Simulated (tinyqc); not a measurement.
Three surfaces against bond counting: Gupta-type many-body potential for a metal. Computed by tinyqc, a small Python program. Command: `OMP_NUM_THREADS=1 python tinyqc.py 3026402 3026403 out.jsonl gupta walk`. One thread of a shared host (Intel(R) Xeon(R) Processor @ 2.30GHz), about 0.01 s of CPU time with the checks.

E_i = sum_j A exp(-p (r_ij/r0 - 1)) - xi rho_i^gamma, with rho_i = sum_j exp(-2 q (r_ij/r0 - 1)); gamma = 1/2 is the tight-binding second-moment form. The crystal is fcc unless stated; d is the neighbour distance and a fixed number of shells is kept.

Inputs (values chosen for the exercise, for a model metal): repulsion A = 0.168 eV; hopping xi = 1.38 eV; decay p = 10.7; decay q = 3.79; reference distance r0 = 2.749 angstrom; shells kept = 1; embedding exponent gamma = 0.55.

Constants: 1 eV/angstrom^3 = 160.2176634 GPa; 1 eV/angstrom^2 = 16.02176634 J/m^2.

Method:
- fcc shells: d sqrt(k), k = 1..5, with 12, 6, 24, 12, 24 atoms; Omega = d^3/sqrt2.
- Equilibrium: dE/dd = 0; B = d^2 E''(d)/(9 Omega).
- Cut the crystal without relaxation; an atom in layer l keeps the neighbours that lie below the surface plane. Excess = E_i + E_c. Surface energy = sum of excesses over the layers, divided by the area per surface atom: (sqrt3/2) d^2 for (111), d^2 for (100), sqrt2 d^2 for (110).
- Bond counting with pair bonds charges E_c/12 for each missing nearest neighbour: 3, 4 and 6 per surface cell.

neighbour distance d = 2.73002 angstrom

cohesive energy E_c = 3.40038 eV

Surfaces:
```
face   missing bonds  excess (eV)  bond counting (eV)    ratio  surface energy (J/m^2)
(111)              3      0.27262              0.8501  0.32069                 0.67672
(100)              4      0.39005              1.1335  0.34412                 0.83849
(110)              6      0.60424              1.7002  0.35539                 0.91849
```

The order of surface energies is (111) < (100) < (110), with (110)/(111) = 1.357 against 1.225 from counting first-neighbour bonds. The excess is 0.32 to 0.36 of the bond-counting value: atoms with fewer neighbours have stronger bonds. Caution: relaxation, left out here, lowers surface energies.
